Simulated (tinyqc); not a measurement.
From results back to parameters: trap in a gate oxide as a short-range spherical well. Three cases, with inputs chosen for the exercise.

Problem. In the Lucovsky model sigma goes as (h nu - Et)^(3/2)/(h nu)^3. The ratio of the cross-sections at h1 and h2 was computed from a hidden Et.

Case 1.

Values chosen (out of a larger set: near those of Al2O3 on GaAs; not measured data): h1 = 1.998 eV (first photon energy); h2 = 3.554 eV (second photon energy).

sigma(h1)/sigma(h2) = 0.782625

Case 2.

Values chosen (out of a larger set: near those of HfO2 on Si; not measured data): h1 = 1.529 eV (first photon energy); h2 = 2.782 eV (second photon energy).

sigma(h1)/sigma(h2) = 0.328533

Case 3.

Values chosen (out of a larger set: near those of SiO2 on 4H SiC; not measured data): h1 = 3.414 eV (first photon energy); h2 = 6.408 eV (second photon energy).

sigma(h1)/sigma(h2) = 0.465810

Find: Et.

Solution. y = [ratio (h1/h2)^3]^(2/3), and Et = (h1 - y h2)/(1 - y): the plot of (sigma (h nu)^3)^(2/3) against h nu is a line through Et.

Case 1.

Et = 1.427 eV

Case 2.

Et = 1.319 eV

Case 3.

Et = 2.798 eV

Computed by tinyqc, one run a case: `OMP_NUM_THREADS=1 python tinyqc.py N N+1 out.jsonl` with N = 1252180, 1252183, 1252204; one thread of a shared Intel(R) Xeon(R) Processor @ 2.30GHz, about 0.01 s a run at most.
